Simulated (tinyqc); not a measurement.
Periodic multilayer mirror for extreme ultraviolet light: sweeps and comparisons. A value that a table varies takes the place of the one given here.

s polarisation, vacuum above. q_j = sqrt(N_j^2 - sin^2 theta); interface r_jk = (q_j - q_k)/(q_j + q_k) exp(-2 (2 pi/lam)^2 q_j q_k sg^2) (Nevot-Croce; sg = 0 if not given); phase factor of a layer x_j = exp(4 pi i q_j d_j/lam). Each period has the spacer (thickness (1 - Gm) L) on top of the absorber (Gm L). In this recursion R is the amplitude; R in tables and results is the reflectance, its squared modulus. The substrate is of the spacer material. Starting with R = 0 in it, each interface upward gives R -> (r + R x)/(1 + r R x), x that of the layer below the interface (1 for the substrate).

Parameters, chosen for this exercise (optical constants near those of Mo and Si at 13.5 nm; not measured data): lam = 13.5 nm (wavelength); dA = (0.0795, 0.00658) (delta and beta of the absorber, N = 1 - delta + i beta); dS = (0.0012, 0.0018) (delta and beta of the spacer and the substrate); L = 6.91 nm (period); Gm = 0.31 (absorber share of the period); theta = 0 degrees (angle from the normal); sg = 0.4 nm (interface roughness); Np = 10 (periods).

## Number of periods

The last column sets both beta to zero.

Reflectance:

| periods | R | R without absorption |
|---|---|---|
| 5 | 0.079 | 0.087 |
| 10 | 0.245 | 0.294 |
| 15 | 0.409 | 0.521 |
| 20 | 0.531 | 0.702 |
| 30 | 0.656 | 0.900 |
| 40 | 0.698 | 0.969 |
| 50 | 0.710 | 0.991 |
| 60 | 0.714 | 0.997 |
| 80 | 0.715 | 1.000 |
| 100 | 0.716 | 1.000 |

R reaches 0.698 at 40 periods and 0.716 at 100; it stays within 0.01 of the last value from 50 periods on. Without absorption the last value is 1.000: absorption, not the count of layers, caps the mirror, and the roughness, which weakens each reflection, lowers that cap further.

## Wavelength

The optical constants are held fixed.

Reflectance:

| lam (nm) | R |
|---|---|
| 12.9 | 0.147 |
| 13.0 | 0.177 |
| 13.1 | 0.202 |
| 13.2 | 0.222 |
| 13.3 | 0.236 |
| 13.4 | 0.244 |
| 13.5 | 0.245 |
| 13.6 | 0.240 |
| 13.7 | 0.229 |
| 13.8 | 0.213 |
| 13.9 | 0.192 |
| 14.0 | 0.167 |
| 14.1 | 0.141 |
| 14.2 | 0.113 |
| 14.3 | 0.087 |

The largest value listed is 0.245 at 13.5 nm, against lam_B = 2 L Re(mean q) = 13.468 nm. R exceeds half of that from 12.9 to 14.1 nm of the wavelengths listed, at least 8.8 % of the wavelength; a chain of ten mirrors narrows it, since R^10 falls to half where R has lost only 7 %.

## Absorber share

For each Gm the period is set so that lam_B = 2 L Re(mean q) equals lam - 0.09 nm.

Results:

| Gm | L (nm) | R |
|---|---|---|
| 0.15 | 6.793 | 0.083 |
| 0.20 | 6.820 | 0.134 |
| 0.25 | 6.847 | 0.186 |
| 0.30 | 6.875 | 0.234 |
| 0.35 | 6.902 | 0.274 |
| 0.40 | 6.930 | 0.303 |
| 0.45 | 6.959 | 0.322 |
| 0.50 | 6.987 | 0.328 |
| 0.60 | 7.044 | 0.307 |
| 0.70 | 7.103 | 0.241 |

The largest value listed is 0.328 at 0.5. The contrast of a period goes as sin(pi Gm) and is largest at 0.5, while the loss grows with Gm; R is 0.328 at 0.5, 0.234 at 0.3 and 0.241 at 0.7. Here R at 0.7 exceeds R at 0.3: light gathers less phase in the absorber, whose index is lower, so the curve leans to the side above 0.5, and with few periods the loss does not outweigh this.

## Angle of incidence

Results:

| theta (degrees) | lam_B (nm) | R |
|---|---|---|
| 0 | 13.468 | 0.245 |
| 2 | 13.459 | 0.245 |
| 4 | 13.433 | 0.246 |
| 6 | 13.390 | 0.246 |
| 8 | 13.330 | 0.243 |
| 10 | 13.252 | 0.237 |
| 12 | 13.157 | 0.225 |
| 14 | 13.046 | 0.203 |
| 16 | 12.917 | 0.170 |
| 18 | 12.772 | 0.126 |
| 20 | 12.610 | 0.077 |

lam_B = 2 L Re(mean q) falls with the angle, from 13.468 to 12.610 nm; the largest value listed is 0.246 at 4 degrees. R stays above 90 % of that value at 0, 2, 4, 6, 8, 10 and 12 degrees, which bounds the cone of light that a mask or mirror with this period accepts.

## Tolerances

R of the mirror, and R^10 for a chain of ten such mirrors. Each row changes one parameter from the base and keeps the others.

Results:

| case | R | R^10 |
|---|---|---|
| base | 0.2450 | 7.81e-07 |
| L = 6.95 nm | 0.2450 | 7.79e-07 |
| Gm = 0.35 | 0.2745 | 2.43e-06 |
| theta = 2 degrees | 0.2453 | 7.89e-07 |
| sg = 0.6 nm | 0.2148 | 2.09e-07 |
| dA = (0.0795, 0.0079) | 0.2404 | 6.45e-07 |
| lam = 13.55 nm | 0.2433 | 7.26e-07 |

The largest shifts from the base row, up to three for each result and ties (the steps differ in size, so this ranks the rows, not the parameters). R: sg -0.0303, Gm +0.0295, dA -0.0046; unchanged at the printed digits by L. R^10: Gm +1.65e-06, sg -5.72e-07, dA -1.36e-07.

Program tinyqc; command `OMP_NUM_THREADS=1 python tinyqc.py 1650089 1650090 out.jsonl`; about 0.01 s on one thread of a shared Intel(R) Xeon(R) Processor @ 2.30GHz.
